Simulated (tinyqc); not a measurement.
Insulator thickness and V0 from two charges.

Question. In an undoped wire Vg - V0 = Q/Cox + Vt ln(Q/Q0) + Vt ln(1 + Q/Q0) at the source, with Q0 = 4 eps0 eps_r Vt/R and Cox = eps0 eox/(R ln(1 + tox/R)). Find Cox, tox and V0.

Values chosen for this exercise; material values close to those of silicon:
```
symbol,value,unit,meaning
T,300,K,temperature
eps_r,11.6,,relative permittivity of the semiconductor
eox,25.9,,relative permittivity of the gate insulator
R,6,nm,wire radius
```

Constants: q = 1.602176634e-19 C, kB = 1.380649e-23 J/K, Vt = kB T/q, eps0 = 8.8541878128e-14 F/cm where lengths are in cm. Results are converted to the units shown.

Qs at Vg = 0.66 and 1.06 V (nC/cm^2): [985.74449, 2642.9033]

Answer. The two equations are linear in 1/Cox and V0; tox follows by inverting the logarithm.

Cox = 4.71 uF/cm^2
tox = 7.50 nm
V0 = 0.358 V

tinyqc, about 0.03 s, one thread, Intel Xeon 2.30GHz (shared host): `OMP_NUM_THREADS=1 python tinyqc.py 2460114 2460115 out.jsonl`
